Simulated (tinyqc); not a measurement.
Quasi-harmonic thermal expansion with mode Grueneisen parameters: one step, computed by the program tinyqc. Command: `OMP_NUM_THREADS=1 python tinyqc.py 3017505 3017506 out.jsonl qha walk`. One thread of a shared host (Intel(R) Xeon(R) Processor @ 2.30GHz), about 0.02 s of CPU time with the checks.

A crystal with two atoms a cell; per atom there are 1 transverse acoustic (TA), 1/2 longitudinal acoustic (LA) and 3/2 optical (O) modes. Every frequency of group i scales as nu_i (V/V0)^(-gamma_i). Each group has one frequency. Static energy: E = (9 V0 B0/16) [y^3 B' + y^2 (2 - 4 y)], y = (V0/V)^(2/3) - 1, with pressure P_s = (3 B0/2) (z^7 - z^5) [1 + (3/4)(B' - 4)(z^2 - 1)], z = (V0/V)^(1/3).

Problem. Mode groups at the static volume. For a mode with x = h nu/(k_B T), n = 1/(exp(x) - 1): U = h nu (n + 1/2), C/k_B = x^2 n (n + 1); U_i and C_i sum these over group i with its weight per atom. Phonon pressure P_ph = sum_i gamma_i U_i/V.

Inputs (values chosen for the exercise, modelled on cadmium telluride):

| quantity | value | unit |
|---|---|---|
| static volume V0 | 34 | angstrom^3/atom |
| frequency nu_TA | 1.15 | THz |
| frequency nu_LA | 3.44 | THz |
| frequency nu_O | 4.38 | THz |
| Grueneisen parameter gamma_TA | -1.5 | - |
| Grueneisen parameter gamma_LA | 1.2 | - |
| Grueneisen parameter gamma_O | 1.6 | - |
| temperature T | 50 | K |

Acoustic groups: Einstein.

Constants: h x 1 THz = 4.135667696 meV; k_B = 8.617333262e-05 eV/K; 1 eV/angstrom^3 = 160.2176634 GPa.

Give: Groups; phonon pressure at V0.

Solution.

Groups:

| group | h nu_i/(k_B T) | U_i (meV) | C_i (k_B) | gamma_i C_i (k_B) |
|---|---|---|---|---|
| TA | 1.104 | 4.738 | 0.9044 | -1.357 |
| LA | 3.302 | 3.829 | 0.2163 | 0.2596 |
| O | 4.204 | 14.00 | 0.4080 | 0.6528 |

phonon pressure at V0 = 0.09370 GPa
